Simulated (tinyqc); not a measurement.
# Bias-temperature instability from a Gaussian distribution of capture and emission barriers, step by step

A worked calculation. Computed by tinyqc, a small Python program that keeps every step. Command: `OMP_NUM_THREADS=1 python tinyqc.py 3013199 3013200 out.jsonl bti walk`. One thread of a shared host (Intel(R) Xeon(R) Processor @ 2.30GHz), about 0.01 s of CPU time with the checks. Intermediate numbers are printed to about 6 digits and carried at full precision; extremes and crossings named in words are read from the listed rows.

Each trap has a capture time tau_0 exp(E_c/(k_B T)) under stress and an emission time tau_0 exp(E_e/(k_B T)) after it. E_c is Gaussian, and E_e = E_c + d with d Gaussian and independent. A trap counts as filled once t_s exceeds its capture time and as emptied once t_r exceeds its emission time.

Inputs (values chosen for the exercise, for a model p-channel transistor):

| quantity | value | unit |
|---|---|---|
| shift with all traps filled V_max | 64 | mV |
| mean capture barrier at zero field mu_c | 1.71 | eV |
| spread of capture barriers sigma_c | 0.28 | eV |
| lowering of mu_c per field k_F | 0.068 | eV/(MV/cm) |
| oxide field F | 6.2 | MV/cm |
| mean of E_e - E_c at the stress field, delta | -0.31 | eV |
| spread of E_e - E_c, sigma_d | 0.2 | eV |
| time constant tau_0 | 2e-11 | s |
| temperature T | 105 | C |
| stress time t_s | 3000 | s |
| recovery time t_r | 3 | s |
| failure criterion | 30 | mV |

Constants: k_B = 8.617333262e-05 eV/K.

## Stress

Demarcation energies E_s = k_B T ln(t_s/tau_0), E_r = k_B T ln(t_r/tau_0); mean barrier mu = mu_c - k_F F; z = (E_s - mu)/sigma_c; Phi is the standard normal distribution. Temperatures in kelvin are T(C) + 273.15. Shift without recovery dV0 = V_max Phi(z); local time exponent n = d ln dV0/d ln t_s = (k_B T/sigma_c) exp(-z^2/2)/(sqrt(2 pi) Phi(z)); apparent activation energy n E_s.

E_s = 1.06368 eV

mean barrier mu = 1.2884 eV

z = -0.802587

shift without recovery dV0 = 13.5108 mV

time exponent n = 0.159372

apparent activation energy = 0.169520 eV

The stress has filled 21 % of the traps. The apparent energy 0.170 eV is only the share n of the barriers near 1.06 eV that are being crossed.

## Recovery

Remaining shift dV = V_max int_(-infinity)^(E_s) g(E_c) [1 - Phi((E_r - E_c - delta)/sigma_d)] dE_c, g the Gaussian density of E_c (Gauss-Legendre, 120 points over 7 sigma_c below E_s).

E_r = 0.838576 eV

remaining shift dV = 2.05342 mV

remaining share dV/dV0 = 0.151983

A measurement delay of t_r hides 85 % of the shift.

## Lifetime

Solve V_max Phi(z) = criterion for t_s; the power-law extrapolation from the stress point is t_s (criterion/dV0)^(1/n); 1 year = 3.15576e7 s.

log10 of the lifetime in s = 6.17952

log10 of the power-law estimate in s = 5.65090

The power law gives a time shorter by 0.53 decades, since n falls as traps fill; ten years is log10 = 8.50.

## What a measurement delay does to the time exponent

Columns: no delay, and delays of 1 us, 1 ms and 1 s.

Shift (mV):

| t_s (s) | no delay | 1 us | 1 ms | 1 s |
|---|---|---|---|---|
| 1.00e+00 | 2.6513 | 1.4743 | 0.4969 | 0.0687 |
| 1.00e+01 | 4.5613 | 3.0311 | 1.2839 | 0.2404 |
| 1.00e+02 | 7.3841 | 5.5646 | 2.8619 | 0.7087 |
| 1.00e+03 | 11.2685 | 9.2522 | 5.5741 | 1.7744 |
| 1.00e+04 | 16.2455 | 14.1183 | 9.6217 | 3.8123 |
| 1.00e+05 | 22.1829 | 20.0043 | 14.9435 | 7.1159 |
| 1.00e+06 | 28.7783 | 26.5801 | 21.2000 | 11.7055 |
| 1.00e+07 | 35.5997 | 33.3953 | 27.8671 | 17.2409 |

Between 10 and 1000 s the apparent exponent is 0.196 without delay, 0.242 at 1 us, 0.319 at 1 ms and 0.434 at 1 s: a slow measurement loses more of a short stress than of a long one, which steepens the curve. Without delay the exponent falls from 0.236 to 0.092 over the table, so the growth is not a true power law. Caution: step-function filling and one Gaussian population are simplifications; real devices show several populations.

Checks made by the program: time exponent against a finite difference (relative difference 2e-10).
